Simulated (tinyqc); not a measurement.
# Free and trapped electrons in a MOS channel with a dense trap tail: effects of single changes

p-type body, charge-sheet picture, full ionisation (an idealisation for deep acceptors), Boltzmann statistics for free electrons. e = Ec - EF at the surface. Acceptor-like traps of density D(E) = D0 + De exp(-E/Ew) at depth E below Ec, from 0 to Eu, hold n_t = integral of D(E)/(1 + exp((e - E)/Vt)). psi = Eg - Vt ln(Nv/Na) - e; N_dep = sqrt(2 eps0 eps_r Na (psi - Vt)/q); n_f = sqrt(N_dep^2 + 2 eps0 eps_r Vt Nc exp(-e/Vt)/q) - N_dep; Vg = Vfb + psi + q (N_dep + n_t + n_f)/Cox, Cox = eps0 eox/tox.

Inputs (values chosen for the exercise); band and dielectric values close to those of 4H silicon carbide:
- T = 300 K (temperature)
- Eg = 3.29 eV (band gap)
- eps_r = 9.56 (relative permittivity)
- Nc = 1.72e19 cm^-3 (conduction-band density of states at T)
- Nv = 2.52e19 cm^-3 (valence-band density of states at T)
- eox = 3.9 (relative permittivity of the insulator)
- tox = 32 nm (insulator thickness)
- Na = 7.2e16 cm^-3 (acceptor density)
- Vfb = -2.76 V (flat-band voltage without trapped charge)
- D0 = 3.7e10 cm^-2 eV^-1 (constant background density of acceptor-like traps)
- De = 7.2e12 cm^-2 eV^-1 (density of the tail at the conduction edge)
- Ew = 0.1 eV (decay energy of the tail)
- Eu = 0.86 eV (depth below Ec down to which the traps reach)
- mf = 110 cm^2/(V s) (mobility of free electrons)

Constants: q = 1.602176634e-19 C, kB = 1.380649e-23 J/K, Vt = kB T/q, eps0 = 8.8541878128e-14 F/cm where lengths are in cm. Results are converted to the units shown.

Each table varies one quantity; the others keep the values above.

## Free and trapped charge against gate voltage

Free share n_f/(n_f + n_t); swing ln 10 n_f/(dn_f/dVg); field-effect mobility mf q (dn_f/dVg)/Cox, for a constant mf; oxide field q (N_dep + n_t + n_f)/(eps0 eox).

Results:
columns A: Vg (V); B: e (eV); C: n_f (cm^-2); D: n_t (cm^-2); E: free share (%); F: swing (mV/decade); G: field-effect mobility (cm^2/(V s)); H: oxide field (MV/cm)
```
A            B         C         D         E      F         G       H
2.2     0.3755   8.004e5  3.664e10  0.002184  103.2  0.002915  0.6865
3.5    0.05738  1.591e11  4.573e11     25.81  965.8     61.96  0.9934
4.2    0.02585  4.867e11  5.720e11     45.97   2111     86.72   1.202
4.8   0.009862  8.234e11  6.247e11     56.86   3241     95.56   1.385
5.5  -0.003534  1.245e12  6.618e11     65.30   4646     100.8   1.599
6.2   -0.01386  1.684e12  6.850e11     71.09   6109     103.7   1.815
6.8   -0.02119  2.068e12  6.985e11     74.75   7394     105.2   2.000
7.5   -0.02851  2.522e12  7.097e11     78.04   8917     106.3   2.217
```

Estimate the missing row, Vg = 2.9 V.

Computed row:
columns A: Vg (V); B: e (eV); C: n_f (cm^-2); D: n_t (cm^-2); E: free share (%); F: swing (mV/decade); G: field-effect mobility (cm^2/(V s)); H: oxide field (MV/cm)
```
A         B         C         D      E      F      G       H
2.9  0.1232  1.320e10  2.600e11  4.831  333.1  14.90  0.8265
```

With this row back in the table: n_f reaches 1e11 cm^-2 at Vg = 3.33 V, against 2.72 V without traps. The free share rises from 0.00218 to 78.0 % and the field-effect mobility rises from 0.00292 to 106 cm^2/(V s), although mf = 110 is constant: in the last row 96.7 % of Cox dVg goes into free electrons. The swing in the first row is 103 mV a decade (Vt ln 10 = 59.5). For Vg = 4.2, 4.8, 5.5, 6.2, 6.8, 7.5 EF lies less than 2 Vt below the band edge, or above it, where degeneracy and confinement, left out, matter.

## Effect of the density of the tail at the conduction edge

VT is the Vg for n_f = 1e11 cm^-2; swing ln 10 n_f/(dn_f/dVg) at n_f = 1e8 cm^-2; the last three columns are for Vg = VT + 2.6 V, with free share n_f/(n_f + n_t) and field-effect mobility mf q (dn_f/dVg)/Cox; there EF is near the band edge, where Boltzmann statistics are rough.

Effect of the density of the tail at the conduction edge:
columns A: De (cm^-2 eV^-1); B: e at VT (eV); C: VT (V); D: q n_t/Cox at VT (V); E: swing (mV/decade); F: n_f (cm^-2); G: free share (%); H: field-effect mobility (cm^2/(V s))
```
A           B      C       D      E         F      G      H
1e12  0.06992  2.839  0.1225  94.45  1.733e12  93.40  107.4
2e12  0.06992  2.918  0.2017  102.6  1.696e12  88.84  106.7
5e12  0.06992  3.155  0.4392  127.0  1.589e12  76.72  104.6
1e13  0.06992  3.551  0.8351  167.7  1.420e12  60.64  100.2
2e13  0.06992  4.343   1.627  249.1  1.124e12  38.98  88.73
4e13  0.06992  5.926   3.210  411.8  7.111e11  17.95  60.92
9e13  0.06992  9.885   7.169  818.7  3.345e11  5.031  22.24
2e14  0.06992  18.59   15.88   1714  1.865e11  1.488  6.911
```

As De goes from 1e12 to 2e14, VT rises from 2.84 to 18.6 V, its part due to traps rises from 0.122 to 15.9 V, the swing rises from 94.4 to 1710 mV/decade and the field-effect mobility falls from 107 to 6.91 cm^2/(V s).

Computed by the program tinyqc: `OMP_NUM_THREADS=1 python tinyqc.py 2222162 2222163 out.jsonl`, one thread of a shared Intel Xeon 2.30GHz, about 0.02 s for the whole run.
